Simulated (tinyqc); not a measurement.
Penn model of the dielectric constant and Phillips ionicity: sweeps and comparisons. A value that a table varies takes the place of the one given here.

n = 32/a^3; Ep^2 = 8 pi c e2 n with c = hbar^2/2m0, e2 = e^2/(4 pi eps0); EF = c (3 pi^2 n)^(2/3); eps = 1 + (Ep/Eg)^2 S with S = 1 - Eg/(4 EF) + (Eg/(4 EF))^2/3, Eg the Penn gap. Core d shells are left out.

Phillips: bond length d = sqrt(3) a/4; homopolar gap Eh = 39.74 d^(-2.48) eV (d in angstrom); Eg^2 = Eh^2 + C^2; ionicity fi = C^2/Eg^2.

Constants: hbar^2/2m0 = 3.80998211 eV angstrom^2; e^2/(4 pi eps0) = 14.39964547 eV angstrom.

Parameters, chosen for this exercise (out of a larger set: near those of GaN; not measured data):
- a = 4.497 angstrom (cubic lattice constant, 32 valence electrons a cell)
- C0 = 7.01 eV (ionic gap, held fixed)
- ei = 5.32 (high-frequency dielectric constant)

## Dielectric constant under pressure

The lattice constant is scaled by the factor listed; C = C0.

Results:
```
factor  Eh (eV)  Eg (eV)  Ep (eV)    eps     fi
0.94      8.874   11.308   24.169  4.969  0.384
0.96      8.422   10.958   23.418  4.962  0.409
0.98      8.002   10.638   22.704  4.945  0.434
0.99      7.803   10.490   22.361  4.932  0.447
1.00      7.611   10.348   22.027  4.917  0.459
1.01      7.426   10.212   21.700  4.900  0.471
1.02      7.247   10.082   21.382  4.880  0.483
1.04      6.906    9.840   20.768  4.834  0.507
```

d ln eps/d ln a = -0.33 around factor 1: eps rises under compression. Ep^2 goes as a^-3 and Eh^2 as a^-4.96; with C fixed Eg^2 goes as a^-2.68 at fi = 0.459, and leaving S aside the two powers balance at fi = 0.395. The slope is a difference of two powers and the model omits d shells and any change of C, so it is no prediction for a real crystal; eps from C0 (row 1.00) need not match a measured ei.

## What moves the Penn gap and the ionicity

Eg from ei; fi = 1 - (Eh/Eg)^2, printed even where negative. Each row changes one parameter from the base and keeps the others.

Results:
```
case                Ep (eV)  Eg (eV)  Eh (eV)     fi
base                 22.027    9.886    7.611  0.407
a = 4.587 angstrom   21.382    9.590    7.246  0.429
ei = 4.79            22.027   10.507    7.611  0.475
```

The largest shifts from the base row, up to three for each result and ties (the steps differ in size, so this ranks the rows, not the parameters). Ep (eV): a -0.645; unchanged at the printed digits by ei. Eg (eV): ei +0.622, a -0.296. Eh (eV): a -0.365; unchanged at the printed digits by ei. fi: ei +0.068, a +0.022. With the tabulated Phillips C of about 7.6 eV, fi would be 0.50; this model leaves out the d-shell factor.

Computed by tinyqc, a small Python program: `OMP_NUM_THREADS=1 python tinyqc.py 1650908 1650909 out.jsonl` (the numbers bound the seed that draws the inputs); one thread of a shared host (Intel(R) Xeon(R) Processor @ 2.30GHz), about 0.01 s for the whole set of steps.
